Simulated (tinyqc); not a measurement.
Inside a calculation. Method: G0W0 on RHF in the 6-311g basis, for He, spin multiplicity 1. One step of it, computed by the program tinyqc.

Question. Screening: direct RPA. With D = e_a - e_i and K = (ia|jb): diagonalise D^(1/2) (D + 4K) D^(1/2) = Z w^2 Z^T; X + Y = D^(1/2) Z w^(-1/2), each column of Z with its largest component positive (the first on a tie); E_c = (sum w - tr (D + 2K)) / 2.

orbital energies (hartree): [-0.916871, 0.829434, 6.313546]

Two-electron integrals over orbitals (pq|rs), unique and non-zero (hartree):
```
(11|11) 1.026153    (21|11) -0.277318   (21|21) 0.146549    (22|11) 0.659589
(22|21) -0.113630   (22|22) 0.506646    (31|11) -0.173910   (31|21) 0.125599
(31|22) -0.078781   (31|31) 0.216548    (32|11) 0.229495    (32|21) -0.120916
(32|22) 0.102674    (32|31) -0.148688   (32|32) 0.127591    (33|11) 1.176980
(33|21) -0.380997   (33|22) 0.727303    (33|31) -0.386668   (33|32) 0.380658
(33|33) 1.599956
```

Give: D^(1/2) (D + 4K) D^(1/2); excitation energies w; X + Y; RPA correlation energy.

Answer.

D^(1/2) (D + 4K) D^(1/2) (hartree^2), order 1>2, 1>3:
```
[[4.0733, 1.7852],
 [1.7852, 58.5419]]
```

excitation energies w (hartree): [2.0037, 7.6551]

X + Y, order 1>2, 1>3:
```
[[0.9331, 0.0156],
 [-0.0622, 0.9713]]
```

RPA correlation energy = -0.022066 hartree
